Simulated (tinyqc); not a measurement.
Threshold-voltage variability of a planar MOSFET, analytic estimates: two steps of the calculation.

Three independent sources add in quadrature: random dopants in the depleted layer, metal-gate grains of two orientations, and roughness of the two gate edges acting through the roll-off VT = VT(long) - Vr exp(-L/l). These are first-order estimates: no three-dimensional electrostatics, no percolation.

Parameters, values chosen for the exercise; material values close to those of silicon:

| symbol | value | unit | meaning |
|---|---|---|---|
| T | 300 | K | temperature |
| n | 1.48 |  | subthreshold factor |
| gI | 5 | 1/V | gm/I of a matched pair |
| sb | 0.7 | % | spread of the gain factor of one device |
| Nb | 65536 |  | number of cells |
| Y | 0.999 |  | wanted yield |

Constants: q = 1.602176634e-19 C, kB = 1.380649e-23 J/K, Vt = kB T/q. Results are converted to the units shown.

Task 1. Total spread, mismatch and leakage. s = sqrt(s1^2 + s2^2 + s3^2). For a pair: s(dVT) = sqrt(2) s; current mismatch sqrt(2) sqrt((gI s)^2 + sb^2); input offset = current mismatch/gI. For a Gaussian VT the off current is log-normal with mean/median = exp(s^2/(2 (n Vt)^2)).

s1 = 9.2485334 mV
s2 = 3.8729833 mV
s3 = 0.51317112 mV

Wanted: s; s(dVT); current mismatch; input offset; mean/median of Ioff.

Result 1.

s = 10.040 mV
s(dVT) = 14.199 mV
current mismatch = 7.1679 %
input offset = 14.336 mV
mean/median of Ioff = 1.0350

Task 2. Margin in standard deviations for the wanted yield. Cells fail independently with probability Q(k) = erfc(k/sqrt(2))/2 when the margin is k standard deviations, and Y = exp(-Nb Q(k)). phi = exp(-k^2/2)/sqrt(2 pi). Newton steps on ln Q(k) = ln(-ln(Y)/Nb): k(new) = k + [ln Q - ln(-ln(Y)/Nb)] Q/phi.

k after iteration 1 = 5.8074346

Give: Q(k); phi; k after iteration 2.

Result 2.

Q(k) = 3.172e-9
phi = 1.894e-8
k after iteration 2 = 5.544

Computed by the program tinyqc: `OMP_NUM_THREADS=1 python tinyqc.py 2090113 2090114 out.jsonl`, one thread of a shared Intel Xeon 2.30GHz, about 0.01 s for the whole run.
